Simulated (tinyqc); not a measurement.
Kinetics of strain relaxation and threading dislocations in mismatched semiconductor layers: one step, computed by the program tinyqc. Command: `OMP_NUM_THREADS=1 python tinyqc.py 3031343 3031344 out.jsonl threading walk`. One thread of a shared host (Intel(R) Xeon(R) Processor @ 2.30GHz), about 0.01 s of CPU time with the checks.

60-degree dislocations on {111} planes of a (001) layer, isotropic elasticity. The Schmid factor is 1/sqrt(6), and a misfit segment relieves strain with b/2.

Question. Graded buffer. In steady grading, strain is fed at R_f R_g and relieved at (b/4) rho v. As a glide-limited estimate, the driving stress is taken as the mean stress of the strained top zone, whose depth z solves R_f z/2 = e_eq(z), with strain R_f z at the surface; tau_g = S R_f z/2 is its mean; then rho = 4 R_f R_g/(b m tau_g), m = v0 exp(-Q/(k_B T_g)), S = (1/sqrt 6) 2 G (1 + nu)/(1 - nu), e_eq(z) = b (1 - nu/4) [ln(z/b) + 1]/(4 pi (1 + nu) z).

Inputs (values chosen for the exercise, for a model layer):
```
quantity                                  value          unit
misfit f                                 0.0142             -
shear modulus G                            45.1           GPa
Poisson ratio nu                           0.32             -
Burgers vector b                           4.05      angstrom
glide activation energy Q                  1.22            eV
velocity prefactor v0                      8000   m/s per MPa
grading rate (misfit per thickness) R_f  0.0013  1/micrometre
growth temperature of the buffer T_g        822             K
growth rate R_g                              10          nm/s
```

Constants: k_B = 8.617333262e-05 eV/K.

Give: depth z of the strained zone; stress tau_g; thread density of the buffer; buffer thickness f/R_f.

Answer.

depth z of the strained zone = 531.68 nm

stress tau_g = 24.703 MPa

thread density of the buffer = 1961.8 1/cm^2

buffer thickness f/R_f = 10.923 micrometre

Raising T_g by 50 K would lower this density by a factor 2.7: fast glide lets few threads do the work. Caution: real buffers seldom go below 1e5 /cm^2, as pile-ups and nucleation take over; this value is a lower bound.
